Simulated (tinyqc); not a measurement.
Dispersion: Heisenberg magnet: exchange from energy differences, ordering vector, linear spin waves and ordering temperature. Computed by tinyqc, a small Python program. Command: `OMP_NUM_THREADS=1 python tinyqc.py 3019880 3019881 out.jsonl magnon walk`. One thread of a shared host (Intel(R) Xeon(R) Processor @ 2.30GHz), about 0.06 s of CPU time with the checks.

H = -sum over pairs <ij> J_ij S_i.S_j - K sum_i (S_i^z)^2, each pair once, J > 0 ferromagnetic. First neighbours: 8 at a (0.5, 0.5, 0.5), second: 6 at a (1, 0, 0), with all permutations and signs.

Inputs (values chosen for the exercise, for a model magnet):

| quantity | value | unit |
|---|---|---|
| exchange J1 | -0.768 | meV |
| exchange J2 | 0.16 | meV |
| spin S | 1.5 | - |
| single-ion anisotropy K | 0.022 | meV |
| lattice constant a | 4.45 | angstrom |

Lattice: bcc. Order: Neel (nearest neighbours antiparallel).

Method:
- g_s(q) = sum over shell s of cos(q.R), z1 = g1(0). A(q) = S [-J1 g1(0) + J2 (g2(0) - g2(q))] + (2S - 1) K, B(q) = S J1 g1(q), E(q) = sqrt(A^2 - B^2). The factor 2S - 1 removes the anisotropy for S = 1/2.
- sum R_x^2 over the shells is s1 = 2 a^2 and s2 = 2 a^2. Without K, E = c q with c = S sqrt(z1 |J1| (|J1| s1 + J2 s2)); the gap is E(0) = sqrt(k (k + 2 S z1 |J1|)), k = (2S - 1) K.
- J(q) = J1 g1(q) + J2 g2(q), g_s(q) = sum over shell s of cos(q.R).

gap = 0.901634 meV

spin-wave velocity c = 22.5406 meV angstrom

Energies (meV); H = (1, 0, 0), N = (0.5, 0.5, 0) in 2 pi/a:

| line | fraction of the way | E(q) | sqrt(gap^2 + c^2 q^2) |
|---|---|---|---|
| G-H | 0.10 | 3.260 | 3.308 |
| G-H | 0.20 | 6.034 | 6.429 |
| G-H | 0.30 | 8.273 | 9.590 |
| G-H | 0.40 | 9.720 | 12.762 |
| G-H | 0.50 | 10.220 | 15.939 |
| G-N | 0.10 | 2.407 | 2.424 |
| G-N | 0.25 | 5.400 | 5.698 |
| G-N | 0.50 | 9.122 | 11.288 |
| G-N | 0.75 | 10.815 | 16.902 |
| G-N | 1.00 | 11.180 | 22.523 |

What follows from these numbers?

At the end of the G-H rows the long-wave form is 1.56 times the true energy. At the end of the G-N rows the long-wave form is 2.01 times the true energy. It holds to 5 % in 2 of the ten rows; nearer the zone boundary the cosine flattens the band.
